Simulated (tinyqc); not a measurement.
Changing the electron density n: strain, valley repopulation and piezoresistance in a many-valley conduction band. Computed by tinyqc, a small Python program. Command: `OMP_NUM_THREADS=1 python tinyqc.py 3014375 3014376 out.jsonl valleys sweep`. One thread of a shared host (Intel(R) Xeon(R) Processor @ 2.30GHz), about 0.1 s of CPU time with the checks.

Valleys are ellipsoids with mass m_l along the axis a and m_t across it, parabolic, with one constant relaxation time; strain shifts the valleys and leaves the masses alone. Currents are taken along [100], along the load, and along [010], across the load.

Inputs (values chosen for the exercise, modelled on silicon):

| quantity | value | unit |
|---|---|---|
| longitudinal mass m_l | 0.938 | m_0 |
| transverse mass m_t | 0.188 | m_0 |
| shear deformation potential Xi_u | 9.39 | eV |
| dilation deformation potential Xi_d | 1.1 | eV |
| C11 | 167 | GPa |
| C12 | 64.1 | GPa |
| C44 | 79 | GPa |
| stress X (tension positive) | 150 | MPa |
| relaxation time tau | 390 | fs |
| temperature T | 300 | K |

Valley axes: <100> (6 valleys in 3 pairs). Load: uniaxial [100].

Constants: k_B = 8.617333262e-05 eV/K; m_0 = 9.1093837015e-31 kg; k_B = 1.380649e-23 J/K; hbar = 1.054571817e-34 J s; e = 1.602176634e-19 C.

Method:
- Compliances S11 = (C11 + C12)/((C11 - C12)(C11 + 2 C12)), S12 = -C12/((C11 - C12)(C11 + 2 C12)), S44 = 1/C44; stress sigma_ij = X n_i n_j for the unit vector n of the load; e_xx = S11 sigma_xx + S12 (sigma_yy + sigma_zz), e_xy = S44 sigma_xy/2 (tensor strain).
- Herring-Vogt shift of a valley with unit axis a: dE = Xi_d tr(e) + Xi_u a.e.a.
- Each of the 6 valleys holds n_v = N_v (2/sqrt(pi)) F_1/2((E_F - dE_v)/(k_B T)), N_v = 2 (m_d k_B T/(2 pi hbar^2))^(3/2), m_d = (m_l m_t^2)^(1/3); E_F solves sum n_v = n and is counted from the unstrained edge.
- F_j(eta) = int_0^infinity x^j/(1 + exp(x - eta)) dx, without a gamma-function factor. It is evaluated after integrating by parts.
- Integrals over x = E/(k_B T) use 160 Gauss-Legendre points in u = sqrt(x) from 0 to sqrt(max(eta, 0) + 32).
- Mobility tensor mu = e tau sum_v (n_v/n) [1/m_t + (1/m_l - 1/m_t) a a^T]; unstrained mu_0 = e tau (1/m_l + 2/m_t)/3; resistivity along d from the inverse tensor, rho_d = d.mu^-1.d/(n e), mobility along d = 1/(d.mu^-1.d); gauge pi_d = (rho_d/rho_0 - 1)/X.
- With eta_0 the reduced Fermi level without strain, r = F_-1/2(eta_0)/(2 F_1/2(eta_0)) (1 for a classical gas) and c = r (Xi_u/k_B T) (m_l - m_t)/(2 m_l + m_t): pi11 = -(2/3) c (S11 - S12), pi12 = -pi11/2, pi44 = 0, with S11 - S12 = 1/(C11 - C12).

One run for each value:

| electron density n (1/cm^3) | degeneracy factor r | eta_0 | resistance change along the first direction (%) | resistance change along the second direction (%) |
|---|---|---|---|---|
| 1.00e+16 | 0.9999 | -7.916 | -10.34 | 6.123 |
| 3.60e+16 | 0.9995 | -6.635 | -10.34 | 6.121 |
| 1.30e+17 | 0.9983 | -5.350 | -10.33 | 6.115 |
| 4.80e+17 | 0.9939 | -4.039 | -10.30 | 6.092 |
| 1.70e+18 | 0.9786 | -2.759 | -10.19 | 6.012 |
| 6.30e+18 | 0.9253 | -1.390 | -9.78 | 5.731 |
| 2.30e+19 | 0.7753 | 0.118 | -8.54 | 4.895 |
| 8.30e+19 | 0.5023 | 2.137 | -5.90 | 3.237 |
| 3.00e+20 | 0.2451 | 5.814 | -3.02 | 1.583 |

Describe and explain the trends.

Over the rows, degeneracy factor r falls from 1.000 to 0.245 (exponent d ln y / d ln x -2.6e-4 between the first rows and -0.56 between the last); eta_0 rises from -7.92 to 5.81; resistance change along the first direction (%) rises from -10.3 to -3.02 (exponent d ln y / d ln x -1.9e-4 between the first rows and -0.52 between the last). r has dropped to one half between 8.30e19 and 3.00e20 per cm^3, so heavily doped gauges are less sensitive but also less dependent on temperature.

Extremes, crossings and ranges named in words are read from the listed rows.
